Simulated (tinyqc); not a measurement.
# AlGaN/GaN HEMT with access regions, lumped model, step by step

Numbers from tinyqc (`OMP_NUM_THREADS=1 python tinyqc.py 2570014 2570015 out.jsonl`; about 0.01 s on one thread of a shared Intel Xeon 2.30GHz). Printed values are rounded.

A polarisation-induced electron sheet under a Schottky gate, in series with two ungated access regions and contacts. Drift law v = mu E/(1 + mu E/vs) under the gate. Currents in mA/mm, resistances in ohm mm. No self-heating, no channel-length modulation; fits for polarisation, barrier and offset are chosen for the exercise.

Parameters, values chosen for the exercise; values close to those of AlGaN/GaN structures:
```
symbol  value        unit                                               meaning
x        0.21                                    aluminium share of the barrier
d          18          nm                                     barrier thickness
eps_r     9.5                      relative permittivity of barrier and channel
mu       1100  cm^2/(V s)                                      channel mobility
vs      1.1e7        cm/s                                   saturation velocity
Lg       0.25          um                                           gate length
Ls          1          um                                  source access length
Ld         16          um                                   drain access length
Rc       0.25      ohm mm                            resistance of each contact
ft          0              share of the drain-access electrons removed by traps
Vg         -1           V                                          gate voltage
Vd          6           V                                         drain voltage
Ec        2.9       MV/cm                                        critical field
te       0.47          um          depth over which the depleted charge spreads
tf        200          nm                       insulator under the field plate
ei        3.9                           relative permittivity of that insulator
```

Constants: q = 1.602176634e-19 C, eps0 = 8.8541878128e-14 F/cm where lengths are in cm. Results are converted to the units shown.

## Polarisation charge, threshold and sheet resistance

sigma = (5e13 x + 1.6e13 x^2) cm^-2, phiB = 0.84 + 1.3 x, dEc = 0.7 (1.71 x + x^2) in volts, Cb = eps0 eps_r/d, VT = phiB - dEc - q sigma/Cb, access density n0 = -Cb VT/q. Rsh = 1/(q mu n0); largest access current q n0 vs.

sigma = 1.12056e13 cm^-2
Cb = 0.467304 uF/cm^2
VT = -3.01114 V
n0 = 8.78254e12 cm^-2
Rsh = 646.066 ohm
q n0 vs = 1547.83 mA/mm

## Iteration 1: drain current

I at the start = 370 mA/mm

Access resistance R(L, n) = L/(q mu n sqrt(1 - (I/(q n vs))^2)); Rs = Rc + R(Ls, n0), Rd = Rc + R(Ld, (1 - ft) n0). Vg' = Vg - I Rs, Vd' = Vd - I (Rs + Rd); with u = Vg' - VT, Vc = vs Lg/mu and w the smaller of Vd' and Vc [sqrt(1 + 2 u/Vc) - 1] (0 if negative), the channel gives (mu Cb/Lg)(u w - w^2/2)/(1 + w/Vc). I(new) = I + 0.5 (channel current - I).

Rs = 0.915356 ohm mm
Rd = 10.8957 ohm mm
Vg' = -1.33868 V
Vd' = 1.62991 V
channel current = 500.897 mA/mm
I after iteration 1 = 435.449 mA/mm

## Iteration 2: drain current

As before.

Rs = 0.923258 ohm mm
Rd = 11.0221 ohm mm
Vg' = -1.40203 V
Vd' = 0.798396 V
channel current = 476.998 mA/mm
I after iteration 2 = 456.223 mA/mm

## Course of the iteration: drain current

Stop when I changes by less than 1e-6 mA/mm, or after 60 iterations. I must stay below q (1 - ft) n0 vs.

Course of the iteration:
```
iteration  I (mA/mm)  |change| (mA/mm)
1            435.449              65.4
2            456.223              20.8
3            459.173              2.95
4            457.723              1.45
5            458.528             0.804
6            458.104             0.423
7            458.334             0.230
8            458.211             0.123
9            458.277            0.0662
...              ...               ...
19           458.254           1.33e-4
20           458.254           7.13e-5
21           458.254           3.83e-5
22           458.254           2.06e-5
23           458.254           1.11e-5
24           458.254           5.94e-6
25           458.254           3.19e-6
26           458.254           1.72e-6
27           458.254           9.22e-7
```

Converged in 27 iterations. At the end each change is about 0.54 times the one before, with alternating sign: linear convergence. Of Vd, 8.36 % reaches the channel; the access current is 30 % of its limit.

## On-resistance and breakdown

sigma = (5e13 x + 1.6e13 x^2) cm^-2, phiB = 0.84 + 1.3 x, dEc = 0.7 (1.71 x + x^2) in volts, Cb = eps0 eps_r/d, VT = phiB - dEc - q sigma/Cb, access density n0 = -Cb VT/q. Ron = 2 Rc + Ls/(q mu n0) + Ld/(q mu (1 - ft) n0) + Lg/(mu Cb (Vg - VT)). Off state: a depleted stretch that holds the voltage V has the peak field sqrt(k V), k = 2 q n0/(eps0 eps_r te), so one edge holds V1 = Ec^2/k. The sheet under the plate pinches off at Vf = q n0 (1/Cb + tf/(eps0 ei)); beyond it the gate edge is screened. BV = V1 if Vf >= V1, else Vf + V1, and at most Ec Ld. Specific resistance Ron (Ls + Lg + Ld); figure of merit BV^2 over it.

Ron = 11.7250 ohm mm
Vf = 84.5091 V
V1 = 118.142 V
BV = 202.652 V
specific resistance = 2.02255 mohm cm^2
figure of merit = 20.3048 MW/cm^2

The plate raises BV by a factor of 1.72.
